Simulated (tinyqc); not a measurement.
Frequency dispersion of an accumulation capacitance by border traps, distributed model: two steps of the calculation.

Traps spread evenly through the insulator exchange electrons with the semiconductor by tunnelling, with tau(x) = t0 exp(2 ka x) at depth x from the interface. The admittance per area Y seen at depth x obeys dY/dx = -Y^2/(i w eps0 eox) + q Nb ln(1 + i w tau)/tau, with Y(0) = i w Cs and w = 2 pi f; the gate sees Y(tox) = G + i w C. Working variable y = Y/(i w), in uF/cm^2. Cox = eps0 eox/tox.

Parameters, values chosen for the exercise; permittivity close to that of zirconium oxide: relative permittivity of the insulator eox = 22.1; insulator thickness tox = 12 nm; semiconductor capacitance in accumulation Cs = 2.7 uF/cm^2; density of border traps Nb = 3.7e18 cm^-3 eV^-1; decay constant of the wave function in the insulator ka = 3.8 1/nm; time constant of a trap at the interface t0 = 1e-10 s; frequency f = 1e6 Hz; depth down to which the steps are taken xe = 1.6 nm.

Constants: q = 1.602176634e-19 C, eps0 = 8.8541878128e-14 F/cm where lengths are in cm. Results are converted to the units shown.

Question 1. Midpoint steps through the active depth. In terms of y: dy/dx = -y^2/(eps0 eox) + s(x), s = q Nb ln(1 + z)/z, z = i w tau. 11 midpoint steps of h = xe/11: y_half = y + (h/2) y'(x, y), y(new) = y + h y'(x + h/2, y_half).

Give: x; s; y.

Answer 1.

```
point  x (nm)  s (uF/(cm^2 nm))   y (uF/cm^2)
0           0  0.05928-0.00002i  2.700+0.000i
1      0.1455  0.05928-0.00006i  2.655+0.000i
2      0.2909  0.05928-0.00017i  2.612+0.000i
3      0.4364  0.05927-0.00051i  2.571+0.000i
4      0.5818  0.05923-0.00155i  2.531+0.000i
5      0.7273  0.05879-0.00463i  2.493-0.001i
6      0.8727  0.05531-0.01274i  2.456-0.002i
7       1.018  0.03966-0.02312i  2.419-0.004i
8       1.164  0.01831-0.02038i  2.380-0.008i
9       1.309  0.00674-0.01163i  2.341-0.010i
10      1.455  0.00231-0.00549i  2.301-0.010i
11      1.600  0.00077-0.00236i  2.263-0.011i
```

Question 2. Capacitance and conductance at the gate. Beyond xe the traps are ignored, so 1/y(tox) = 1/y(xe) + (tox - xe)/(eps0 eox); C = Re y, G/w = -Im y, loss tangent G/(w C).

y at xe = 2.2625555-0.0105116i uF/cm^2

Wanted: y at the gate; C; G/w; loss tangent.

Answer 2.

y at the gate = 1.0273-0.0022i uF/cm^2
C = 1.0273 uF/cm^2
G/w = 0.0021668 uF/cm^2
loss tangent = 0.0021093

Computed by the program tinyqc: `OMP_NUM_THREADS=1 python tinyqc.py 2202125 2202126 out.jsonl`, one thread of a shared Intel Xeon 2.30GHz, about 0.6 s for the whole run.
